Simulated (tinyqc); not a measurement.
## Depth and level of a trap from the time ratio

Inverse problem. For an oxide trap tc/te = exp(E/Vt) with E = E0 - dpsi - (xt/tox)(Vg - VT - dpsi), dpsi being the rise of the surface potential above its value at threshold. Find xt and E0, and the depth that would be read if dpsi were ignored.

Inputs (values chosen for the exercise):
- T = 200 K (temperature)
- tox = 1.3 nm (insulator thickness)

Constants: q = 1.602176634e-19 C, kB = 1.380649e-23 J/K, Vt = kB T/q. Results are converted to the units shown.

Vg - VT (V): [0.87, 1.02]
tc/te: [2.4929011, 0.19813642]
dpsi (V): [0.073759741, 0.076669480]

Solution. E + dpsi is a straight line in the oxide voltage Vg - VT - dpsi with slope -xt/tox and intercept E0. Ignoring dpsi assigns the motion of the bands to the trap and overstates its depth.

xt = 0.3600 nm
E0 = 0.3100 eV
depth read without dpsi = 0.3782 nm

Computed by the program tinyqc: `OMP_NUM_THREADS=1 python tinyqc.py 2710105 2710106 out.jsonl`, one thread of a shared Intel Xeon 2.30GHz, about 0.01 s for the whole run.
